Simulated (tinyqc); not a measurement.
Shallow acceptor in the spherical model (Baldereschi-Lipari), strong spin-orbit limit: one step, computed by the program tinyqc. Command: `OMP_NUM_THREADS=1 python tinyqc.py 3008348 3008349 out.jsonl acceptor walk`. One thread of a shared host (Intel(R) Xeon(R) Processor @ 2.30GHz), about 0.01 s of CPU time with the checks.

The 1S(3/2) state has an s envelope f(r) and a d envelope g(r). In effective units they obey -(f'' + 2f'/r + 2f/r) + mu (g'' + 5g'/r + 3g/r^2) = E f and -(g'' + 2g'/r - 6g/r^2 + 2g/r) + mu (f'' - f'/r) = E g. The cubic term, the split-off band and the central cell are left out.

Task: Matrices in a small basis. zeta_i = zeta_1 beta^(i-1), i = 1..n, in both channels. Basis: f_i = exp(-zeta_i r), g_i = r exp(-zeta_i r), weight r^2 dr, s = zeta_i + zeta_j. S_ff = 2/s^3, H_ff = zeta_i zeta_j S_ff - 2/s^2; S_gg = 24/s^5, H_gg = 8/s^3 + 24 zeta_i zeta_j/s^5 - 12/s^4; H(f_i, g_j) = mu (6 zeta_i^2/s^4 + 2 zeta_i/s^3); S_fg = 0. Each function is normalised by sqrt(S_ii).

Inputs (values chosen for the exercise, modelled on GaP): functions per channel n = 3; smallest exponent zeta_1 = 0.73 1/a*; ratio beta of exponents = 2.5.

mu = 0.4743719

Give: H; S.

Result:

H (Ry*), lower triangle (symmetric):
```
         f1         f2     f3      g1     g2     g3
f1  -0.9271
f2  -0.9018  -0.319375
f3  -0.6435      1.430  11.69
g1   0.3649     0.8458  1.073  0.5134
g2   0.4998      2.280  5.286   1.343  5.946
g3   0.4230      3.124  14.25   1.563  11.28  44.01
```

S, lower triangle (symmetric):
```
       f1     f2     f3     g1     g2     g3
f1  1.000
f2  0.738  1.000
f3  0.328  0.738  1.000
g1  0.000  0.000  0.000  1.000
g2  0.000  0.000  0.000  0.602  1.000
g3  0.000  0.000  0.000  0.156  0.602  1.000
```

Caution: gamma_3 and gamma_2 differ by more than 0.17 gamma_1: band warping, left out here, adds several per cent to the binding.
